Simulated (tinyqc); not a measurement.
Inside a calculation. Model: thermal stress and diffusional relaxation in a metal film: Coble and Nabarro-Herring creep, cooling and holds. Computed by tinyqc, a small Python program that keeps every step. Command: `OMP_NUM_THREADS=1 python tinyqc.py 3008105 3008106 out.jsonl creep walk`. One thread of a shared host (Intel(R) Xeon(R) Processor @ 2.30GHz), about 0.03 s of CPU time with the checks. Intermediate numbers are printed to about 5 digits and carried at full precision; extremes and crossings named in words are read from the listed rows.

A thin film on a rigid substrate is stress-free at T0. Tension is positive and the film creeps linearly: d sigma/dt = -M (mismatch) dT/dt - sigma/tau.

Inputs (values chosen for the exercise, modelled on aluminium films on silicon):
```
quantity,value,unit
biaxial modulus M,112,GPa
expansion mismatch,20.1,1e-6/K
atomic volume Omega,16.6,angstrom^3
lattice prefactor D0,0.00016,m^2/s
lattice energy E,1.5,eV
boundary prefactor (delta D_b)0,4.2e-14,m^3/s
boundary energy E_b,0.88,eV
grain size d,0.83,um
stress-free temperature T0,400,C
hold temperature T,120,C
hold time t,0.12,h
cooling rate,5,C/min
yield stress,500,MPa
```

Constants: k_B = 1.380649e-23 J/K; k_B = 8.617333262e-05 eV/K.

## Elastic stress after a quench

Thermoelastic slope = M x mismatch; sigma_0 = slope x (T0 - T).

thermoelastic slope = 2.2512 MPa/K

stress after a quench sigma_0 = 630.336 MPa

Caution: the elastic stress exceeds the yield stress, so dislocation glide would cap it first.

## Creep at the hold temperature

Creep rate per stress: Nabarro-Herring 14 D Omega/(k_B T d^2), Coble (14 pi) delta D_b Omega/(k_B T d^3), with D = D0 exp(-E/(k_B T)), delta D_b = (delta D_b)0 exp(-E_b/(k_B T)); 1/tau = M x (sum of both)/2 (biaxial strain rate is half the uniaxial one). Temperatures in kelvin are T(C) + 273.15. sigma(t) = sigma_0 exp(-t/tau), relaxed part sigma_0 - sigma(t); the grain size where both mechanisms are equal is pi delta D_b/D.

Nabarro-Herring rate = 5.8763e-19 1/(Pa s)

Coble rate = 5.1768e-14 1/(Pa s)

relaxation time tau = 0.095816 h

stress after the hold = 180.16 MPa

stress relaxed during the hold = 450.17 MPa

crossover grain size = 73121 um

Coble creep is 88000 times as fast as Nabarro-Herring creep at this grain size. The crossover size is formal, far above any film grain. Caution: bulk creep laws overstate relaxation in a bonded film, where the substrate constrains boundary diffusion, and dislocation glide is left out.

## Stress after cooling to room temperature

Cooling from T0 at the constant rate: d sigma/dT = -slope + sigma/(tau(T) x rate), integrated to 25 C (stiff solver, tolerance 1e-9). Effective stress-free temperature T_eff = 25 C + sigma/slope.

stress at 25 C = 219.11 MPa

effective stress-free temperature = 122.33 C

Creep during cooling removes 74.0 % of the elastic value. Caution: bulk creep laws overstate relaxation in a bonded film, and dislocation glide would cap stresses above the yield stress.

## Where a fixed hold relaxes most

For each hold temperature: sigma_0 = slope (T0 - T), relaxed stress sigma_0 (1 - exp(-t/tau)), initial rate sigma_0/tau. In confined lines the relaxed part appears as void volume.

Holds:
```
T (C),sigma_0 (MPa),tau (h),relaxed (MPa),initial rate (MPa/h)
25,844.200,2.8557e+02,3.5467e-01,2.9562e+00
65,754.152,5.6337e+00,1.5894e+01,1.3386e+02
105,664.104,2.5824e-01,2.4683e+02,2.5717e+03
145,574.056,2.1566e-02,5.7186e+02,2.6619e+04
185,484.008,2.8014e-03,4.8401e+02,1.7277e+05
225,393.960,5.0847e-04,3.9396e+02,7.7479e+05
265,303.912,1.1957e-04,3.0391e+02,2.5417e+06
305,213.864,3.4478e-05,2.1386e+02,6.2029e+06
345,123.816,1.1697e-05,1.2382e+02,1.0585e+07
385,33.768,4.5223e-06,3.3768e+01,7.4669e+06
```

The relaxed stress peaks at 145 C among these rows: colder holds have more stress but slower diffusion, hotter ones faster diffusion but less stress. The initial rate peaks about k_B T^2/E_b = 44 K below T0 when boundaries dominate; its largest row is 345 C. Caution: dislocation glide would cap stresses above the yield stress; capping layers can block the surface and boundary paths, and threshold stresses are ignored.

Checks made by the program: cooling integral by quadrature (relative difference 5e-09).
